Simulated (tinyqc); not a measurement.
Raising U: Hubbard chain of 6 sites, mean field against exact. Computed by the program tinyqc. 

one-body matrix (hopping and site energies) (eV):
```
         1        2        3        4        5        6
1   0.0000  -0.9900   0.0000   0.0000   0.0000   0.0000
2  -0.9900   0.3400  -0.9900   0.0000   0.0000   0.0000
3   0.0000  -0.9900  -0.5300  -0.9900   0.0000   0.0000
4   0.0000   0.0000  -0.9900  -0.2600  -0.9900   0.0000
5   0.0000   0.0000   0.0000  -0.9900   0.5700  -0.9900
6   0.0000   0.0000   0.0000   0.0000  -0.9900   0.4900
```

electrons, up and down: 3  3

Collinear unrestricted mean field (the lowest of 40 random starts) against exact diagonalisation.

Exact and mean-field results (eV):

| U | U/t | E exact | E mean field | mean \|n_up - n_down\| | double occupancy, exact | first gap in the sector |
|---|---|---|---|---|---|---|
| 0.490 | 0.495 | -5.75530 | -5.72492 | 0.000 | 0.236 | 0.706 |
| 0.990 | 1.000 | -5.08534 | -4.95825 | 0.000 | 0.211 | 0.636 |
| 1.980 | 2.000 | -3.97157 | -3.50088 | 0.374 | 0.165 | 0.530 |
| 2.970 | 3.000 | -3.11937 | -2.45280 | 0.655 | 0.124 | 0.449 |
| 3.960 | 4.000 | -2.48285 | -1.77339 | 0.795 | 0.092 | 0.383 |
| 5.940 | 6.000 | -1.64697 | -1.01563 | 0.907 | 0.053 | 0.288 |
| 7.920 | 8.000 | -1.14663 | -0.61774 | 0.948 | 0.033 | 0.227 |
| 11.880 | 12.000 | -0.59527 | -0.21223 | 0.977 | 0.016 | 0.157 |
| 19.800 | 20.000 | -0.12453 | 0.11558 | 0.992 | 0.006 | 0.096 |

In absolute terms mean field is worst at U/t = 4.0, 0.709 eV too high: at small U it is nearly exact, and at large U it misses only exchange-scale energies. Its local moments set in at U/t = 2.0 of those listed, a broken symmetry that the exact state of a finite cluster with equal spins does not have. Relative to the exact energy its error is 0.5 % at the smallest U, 193 % at most and 193 % at the largest. The double occupancy falls from 0.236 to 0.006.
